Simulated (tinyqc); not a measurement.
Two-dimensional electron gas with Rashba and Dresselhaus coupling: one step. The two wave vectors at the energy E0 along this direction.

H = c k^2/m + al (ky sx - kx sy) + b1 (kx sx - ky sy) + gam kx ky (kx sy - ky sx), s the Pauli matrices, x = [100], c = hbar^2/2m0, b1 = gam (pi/L)^2 (hard walls). H = c k^2/m + B.s, so E = c k^2/m -/+ |B| and the lower state has its spin along -B.

Constants: hbar^2/2m0 = 3.80998211 eV angstrom^2.

Parameters, chosen for this exercise (of the size met in GaAs; not measured data):
```
symbol  value  unit           meaning
m       0.072  m0             mass
al      0.023  eV angstrom    Rashba constant
gam     10     eV angstrom^3  bulk Dresselhaus constant
L       216    angstrom       width of the (001) well
phi     135    degrees        angle of k from [100]
```

E0 = 21.27895 meV

Question. Solve c k^2/m -/+ |B(k)| = E0. The spin turns by (k_outer - k_inner) per length, so a half turn takes pi/(difference).

Give: k; difference; length of a half turn.

Answer.

k (1/angstrom): outer 0.020271, inner 0.019838

difference = 0.0004327 1/angstrom
length of a half turn = 726.1 nm

For linear terms alone the difference is (m/c)|B|/k, whatever the energy: every electron along this direction turns alike, the basis of the spin transistor. The cubic term makes it depend on density.

Computed by tinyqc, a small Python program: `OMP_NUM_THREADS=1 python tinyqc.py 1452561 1452562 out.jsonl` (the numbers bound the seed that draws the inputs); one thread of a shared host (Intel(R) Xeon(R) Processor @ 2.30GHz), about 0.01 s for the whole set of steps.
